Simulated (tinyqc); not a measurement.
Which input was changed? Model: capillary instabilities by surface diffusion: grooving and agglomeration of films, edge retraction, wire break-up and smoothing of roughness. Computed by tinyqc, a small Python program. Command: `OMP_NUM_THREADS=1 python tinyqc.py 3022394 3022395 out.jsonl dewet which`. One thread of a shared host (Intel(R) Xeon(R) Processor @ 2.30GHz), about 0.06 s of CPU time with the checks.

Isotropic surface energy; shapes change by surface diffusion alone.

Inputs (values chosen for the exercise, of the order of those of a copper film): surface energy gamma_s = 1.79 J/m^2; grain-boundary energy gamma_b = 0.76 J/m^2; atomic volume Omega = 11.8 angstrom^3; surface sites nu = 11 1/nm^2; prefactor D0 = 3.6e-05 m^2/s; activation energy Q = 0.95 eV; temperature T = 776 K; time t = 910 s; film thickness h = 27 nm; grain radius R = 62 nm; wire radius r = 6.9 nm; initial ripple over radius = 0.02.

Grooves: at the surface only.

Constants: k_B = 8.617333262e-05 eV/K; k_B = 1.380649e-23 J/K.

Method:
- B = D_s nu gamma_s Omega^2/(k_B T), D_s = D0 exp(-Q/(k_B T)).
- Groove angle beta: sin(beta) = gamma_b/(2 gamma). For circular grains of radius R with spherical caps the groove ends (measured from the mean surface) at the depth R g(beta), g = (2 - 3 cos beta + cos^3 beta)/(3 sin^3 beta). The film parts if R g(beta_s) > h.
- Mullins' isolated groove: depth below the flat surface d = 0.780 m (B t)^(1/4), m = tan(beta_s), width between the ridges 4.6 (B t)^(1/4); time to reach h: (h/(0.780 m))^4/B.
- A wire with r + A cos(k z) has dA/dt = (B/r^4) (kr)^2 [1 - (kr)^2] A: unstable for wavelengths above 2 pi r, fastest at kr = 1/sqrt 2 with the rate B/(4 r^4); break-up time about (4 r^4/B) ln(r/A0); each wavelength makes a sphere of radius (3 r^2 lambda_m/4)^(1/3).

Question. One of these inputs alone was changed, within the range given: grain-boundary energy gamma_b (0.38 to 1.52); time t (455 to 1820); wire radius r (3.45 to 13.8); atomic volume Omega (5.9 to 23.6). Which one, and to what value?

Results:
```
run     break-up time (s)  groove depth (nm)  critical R/h
before        0.005692749           46.49787      18.55606
after         0.003770076           51.54375      18.55606
```

Answer.

Each candidate set to reproduce break-up time, and what it then gives:
```
candidate                              range searched  value needed  groove depth (nm)  critical R/h
grain-boundary energy gamma_b (J/m^2)    0.38 to 1.52     no effect                  -             -
time t (s)                                455 to 1820     no effect                  -             -
wire radius r (nm)                       3.45 to 13.8         6.225             46.498        18.556
atomic volume Omega (angstrom^3)          5.9 to 23.6         14.50             51.544        18.556
```

Only atomic volume Omega fits every result: it went from 11.8 to 14.5 angstrom^3. The next best candidate, wire radius r, misses one result by 9.8 %.

Caution: this depth exceeds the film thickness, so the isolated-groove formula no longer applies. Caution: the grooves of neighbouring boundaries overlap, so the depth levels off at its final value. Caution: faceting can stabilise wires along low-index directions.
